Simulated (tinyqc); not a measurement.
# Bandgap voltage reference from two bipolar transistors: effect of the output resistor at T0

Two transistors of area 1 and N carry the same current I. Is(T) = Is (T/T0)^eta exp[(Vg0 q/kB)(1/T0 - 1/T)], VBE1 = Vt ln(I/Is(T)) + I rb, VBE2 = Vt ln(I/(N Is(T))) + I rb/N. The amplifier forces I R1(T) = VBE1 - VBE2 + Vos, with R(T) = R (1 + tc (T - T0)) for both resistors, and the output is Vref = VBE1 + I R2(T). Base currents and the Early effect are neglected.

Vt = kB T/q; I = (Vt ln N + Vos)/(R1(T) - rb (1 - 1/N)). Box coefficient: span of Vref between 233 and 398 K over its average over T and over 165 K. The last column is the R2 that gives zero slope at T0.

Inputs (values chosen for the exercise); values of the order met in silicon bipolar transistors:
```
symbol,value,unit,meaning
T0,300,K,reference temperature
Vg0,1.21,V,band-gap voltage extrapolated to 0 K
eta,3,,temperature exponent of the saturation current
Is,9.1e-18,A,saturation current of the unit transistor at T0
N,10,,area ratio of the second transistor
R1,24,kohm,"resistor across which the difference of VBE falls, at T0"
tc,0,ppm/K,temperature coefficient of both resistors
Vos,0,mV,offset of the amplifier
rb,0,ohm,series resistance of the unit transistor
```

Constants: q = 1.602176634e-19 C, kB = 1.380649e-23 J/K. Results are converted to the units shown.

Effect of the output resistor at T0:
```
R2 (kohm),I at T0 (uA),Vref at T0 (V),slope at T0 (uV/K),box coefficient (ppm/K),R2 for zero slope (kohm)
215.5,2.480,1.215,-155.0,133.4,234.2
222.5,2.480,1.233,-97.11,84.35,234.2
229.6,2.480,1.250,-38.41,36.19,234.2
234.2,2.480,1.262,-0.3778,12.19,234.2
238.9,2.480,1.273,38.48,25.54,234.2
246,2.480,1.291,97.18,70.07,234.2
253,2.480,1.308,155.1,113.3,234.2
```

As R2 goes from 215.5 to 253, Vref rises from 1.215 to 1.308 V and the box coefficient goes from 133 through a minimum of 12.2 (at R2 = 234.2 among the rows listed) to 113 ppm/K. One per cent in R2 moves the slope by 19.4 uV/K.

tinyqc, about 0.02 s, one thread, Intel Xeon 2.30GHz (shared host): `OMP_NUM_THREADS=1 python tinyqc.py 2062160 2062161 out.jsonl`
